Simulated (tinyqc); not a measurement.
Self-consistent Fermi level with native defects, at growth and after a quench: one step, computed by the program tinyqc. Command: `OMP_NUM_THREADS=1 python tinyqc.py 3028389 3028390 out.jsonl scfermi walk`. One thread of a shared host (Intel(R) Xeon(R) Processor @ 2.30GHz), about 0.07 s of CPU time with the checks.

Energies are counted from the top of the valence band (VBM); when the gap shrinks with temperature the conduction band moves and the levels stay. The added dopant is taken as fully ionised. D and A draw on one reservoir with opposite signs, as the two vacancies of a compound do.

Question. After the quench to T. E_g(T) = E_g - slope x max(0, T - 300 K). N_c = 2 M_c (2 pi m_e k_B T/h^2)^(3/2) and N_v = 2 (2 pi m_h k_B T/h^2)^(3/2), masses in units of m_0. n = N_c F_1/2((E_F - E_g)/k_B T), p = N_v F_1/2(-E_F/k_B T). F_1/2(eta) = (2/sqrt(pi)) int_0^infinity sqrt(x)/(1 + exp(x - eta)) dx, by the trapezoid rule in t = sqrt(x) with step 0.02 up to t = 12 (for eta < -12 by exp(eta) - exp(2 eta)/2^(3/2)). After a quench the totals of D and A stay as grown, and each is shared among its charge states with weights exp(-(E_f(q, 0) + q E_F)/k_B T). Net charge = p - n + sum q c_q - N_X; the log ratio is ln(positive charge/negative charge). E_F is the root of the log ratio, by 50 bisections between -0.5 eV and E_g + 0.5 eV.

Inputs (values chosen for the exercise, for a model semiconductor):

| quantity | value | unit |
|---|---|---|
| gap E_g at 300 K | 3.65 | eV |
| slope -dE_g/dT above 300 K | 0.00033 | eV/K |
| electron mass m_e | 0.328 | m_0 |
| valleys M_c | 3 | - |
| hole mass m_h | 2.53 | m_0 |
| dopant density N_X | 4.3e+18 | cm^-3 |
| growth temperature T_g | 1530 | K |
| temperature of use T | 400 | K |

Added shallow dopant: acceptor.

total D = 1.863991e+18 cm^-3

total A = 3.549274e+18 cm^-3

E_f(q, E_F = 0) (eV): D(+3) -3.263, D(+2) -1.673, D(+1) 0.047, D(0) 3.117, A(0) 1.250, A(-1) 3.260

Constants: m_0 = 9.1093837015e-31 kg; k_B = 1.380649e-23 J/K; h = 6.62607015e-34 J s; k_B = 8.617333262e-05 eV/K.

Give: E_F after the quench; n after the quench; p after the quench; Frozen defects.

Answer.

E_F after the quench = 1.612 eV

n after the quench = 1.198e-06 cm^-3

p after the quench = 0.7569 cm^-3

Frozen defects:

| state | c (cm^-3) | share of its total |
|---|---|---|
| D(+3) | 6.241e+17 | 3.348e-01 |
| D(+2) | 1.188e+18 | 6.373e-01 |
| D(+1) | 5.204e+16 | 2.792e-02 |
| D(0) | 2.232e-02 | 1.197e-20 |
| A(0) | 3.549e+18 | 1.000e+00 |
| A(-1) | 3.450e+13 | 9.722e-06 |

Caution: in a wide-gap host the dopant, above all an acceptor, may be only partly ionised at the temperature of use; the carrier density is then overstated.
